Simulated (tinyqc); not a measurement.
# Double-gate transistor, scale length and short-channel effects: what changes with what

A body of thickness ts between two insulators of thickness ti and two tied gates. Below threshold the potential that source and drain add obeys Laplace's equation and vanishes on the gate. Its lowest mode decays along the channel as exp(-k y); k is the smallest positive root of the matching condition at the interface, and the scale length is Lambda = pi/k.

Values chosen for this exercise; permittivities: semiconductor made up, insulator close to that of zirconium oxide:
- T = 325 K (temperature)
- eps_r = 13.6 (relative permittivity of the semiconductor)
- ei = 24.7 (relative permittivity of the insulator)
- ti = 4.2 nm (insulator thickness)
- ts = 5.2 nm (body thickness)
- L = 20 nm (channel length)
- Vbi = 0.94 V (potential of the source)
- sT = 0.66 V (potential of the barrier top at threshold)
- Vds = 0.8 V (drain voltage)

Constants: q = 1.602176634e-19 C, kB = 1.380649e-23 J/K, Vt = kB T/q. Results are converted to the units shown.

Each table varies one quantity; the others keep the values above.

## Effect of the insulator thickness

k is the smallest positive root of f(k) = ei cos(k ti) cos(k ts/2) - eps_r sin(k ti) sin(k ts/2). Along the channel psi(y) = s + a exp(y/l) + b exp(-y/l) with psi(0) = Vbi, psi(L) = Vbi + Vds and l = 1/k = Lambda/pi; with A = Vbi - s, B = A + Vds, x = exp(-L/l): a = (B - A x) x/(1 - x^2), b = (A - B x)/(1 - x^2). The minimum is s + 2 sqrt(a b), at y = (l/2) ln(b/a). The long-channel potential follows the gate as s = sT + (Vg - VTL)/m, and the threshold VT is the gate voltage at which the minimum equals sT. Swing = m Vt ln 10/g at threshold, g = d(minimum)/ds = 1 - (b x + a)/((1 + x) sqrt(a b)). DIBL = [VT(0.05 V) - VT(Vds)]/(Vds - 0.05 V). sT and Vbi are held fixed; m = 1.

Effect of the insulator thickness:
```
ti (nm)  Lambda (nm)  L/Lambda  VT - VTL at Vds (mV)  DIBL (mV/V)  swing (mV/decade)
1.4            6.901     2.898                -11.90        7.137              66.20
1.8            7.480     2.674                -17.12        10.29              66.94
2.4            8.427     2.373                -28.06        16.95              68.48
3.1            9.623     2.078                -46.20        28.10              70.99
4              11.26     1.777                -78.57        48.28              75.36
5.2            13.53     1.479                -137.6        85.75              83.10
6.7            16.44     1.217                -235.9        149.3              95.57
```

As ti goes from 1.4 to 6.7 nm, Lambda rises from 6.90 to 16.4 nm, DIBL rises from 7.14 to 149 mV/V and the swing rises from 66.2 to 95.6 mV a decade. On average Lambda goes as ti^(0.55). For ti = 5.2 to 6.7 nm L is under 1.5 Lambda, where higher modes, left out of the one-mode potential, count.

## Effect of the drain voltage

Same model as above.

The same in every row: Lambda (nm) = 11.629; L/Lambda = 1.7199.

Result of one run:
```
Vds (V)  VT - VTL at Vds (mV)  DIBL (mV/V)  swing (mV/decade)
0.2                   -56.771       65.881             74.751
```

What becomes of these results when the drain voltage Vds is changed from 0.2 to 0.65 V, all else the same?

Result of the changed run:
```
Vds (V)  VT - VTL at Vds (mV)  DIBL (mV/V)  swing (mV/decade)
0.65                  -80.405       55.859             76.058
```

The whole series:
```
Vds (V)  VT - VTL at Vds (mV)  DIBL (mV/V)  swing (mV/decade)
0.2                   -56.771       65.881             74.751
0.35                  -65.397       61.693             75.161
0.5                   -73.198       58.464             75.607
0.65                  -80.405       55.859             76.058
0.8                   -87.156       53.689             76.505
0.95                  -93.544       51.839             76.944
1.1                   -99.635       50.234             77.371
```

As Vds goes from 0.2 to 1.1 V, Lambda stays at 11.6 nm, DIBL falls from 65.9 to 50.2 mV/V and the swing rises from 74.8 to 77.4 mV a decade.

tinyqc, about 0.01 s, one thread, Intel Xeon 2.30GHz (shared host): `OMP_NUM_THREADS=1 python tinyqc.py 2420054 2420055 out.jsonl`
